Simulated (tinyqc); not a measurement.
Electroplating on a thin resistive seed layer: kinetics, Wagner number and the terminal effect across a wafer: one step, computed by the program tinyqc. Command: `OMP_NUM_THREADS=1 python tinyqc.py 3121587 3121588 out.jsonl terminal walk`. One thread of a shared host (Intel(R) Xeon(R) Processor @ 2.30GHz), about 0.02 s of CPU time with the checks.

Current enters the seed at the rim. The bath is treated as a local resistance per area (no lateral flow in the liquid), two electrons per ion, molar volume 7.11 cm^3/mol, Faraday constant F = e N_A, kinematic viscosity 0.01 cm^2/s, omega = 2 pi x rpm/60; k_B T/e is in volts.

Question. Rate, limit and resistances. Growth rate = i V_m/(2 F). Levich limit i_L = 0.62 x 2 F D^(2/3) omega^(1/2) nu^(-1/6) c. Tafel overpotential eta = (k_B T/(alpha e)) ln(i/i_0); kinetic resistance k_B T/(alpha e i); bath resistance h/kappa + plate; R_s = resistivity/t; Wagner number = kinetic resistance x kappa/R.

Inputs (values chosen for the exercise, of the order of those for copper plating on a thin cobalt or ruthenium seed):
```
quantity                               value         unit
wafer radius R                            10           cm
seed thickness t                          16           nm
seed resistivity                         3.6  microohm cm
bath conductivity kappa                 0.29         S/cm
gap to the anode h                       2.1           cm
extra resistance of a porous plate        49     ohm cm^2
exchange current density i_0            0.88      mA/cm^2
cathodic transfer coefficient alpha     0.58            -
mean current density                      30      mA/cm^2
diffusivity of the metal ion         6.7e-06       cm^2/s
metal ion concentration                 0.58        mol/L
rotation rate                            200          rpm
temperature T                            298            K
```

Constants: e = 1.602176634e-19 C; N_A = 6.02214076e+23 1/mol; k_B = 8.617333262e-05 eV/K.

Give: growth rate; limiting current i_L; overpotential; kinetic resistance; bath resistance R_b; sheet resistance R_s; Wagner number.

Answer.

growth rate = 663.21 nm/min

limiting current i_L = 243.16 mA/cm^2

overpotential = 156.25 mV

kinetic resistance = 1.4758 ohm cm^2

bath resistance R_b = 56.241 ohm cm^2

sheet resistance R_s = 2.25 ohm/square

Wagner number = 0.042799
